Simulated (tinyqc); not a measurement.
# Contact resistivity and sheet resistance from two contact lengths

Question. Rc = [sqrt(rc Rsh)/Wc] coth(Lc/(2 LT)), LT = sqrt(rc/Rsh), Wc = 68 nm; the second contact is twice as long as the first. Find LT, rc and Rsh.

Rc for Lc = 23 and 46 nm (ohm): 127.015880  80.0576510

Answer. With t = tanh(Lc/(2 LT)) for the shorter contact, the resistance of the longer over that of the shorter is (1 + t^2)/2. Then sqrt(rc Rsh) = Rc t Wc, and rc and Rsh follow by multiplying and dividing by LT.

LT = 20.41 nm
rc = 9.000e-10 ohm cm^2
Rsh = 216.0 ohm

Computed by the program tinyqc: `OMP_NUM_THREADS=1 python tinyqc.py 2170170 2170171 out.jsonl`, one thread of a shared Intel Xeon 2.30GHz, about 0.04 s for the whole run.
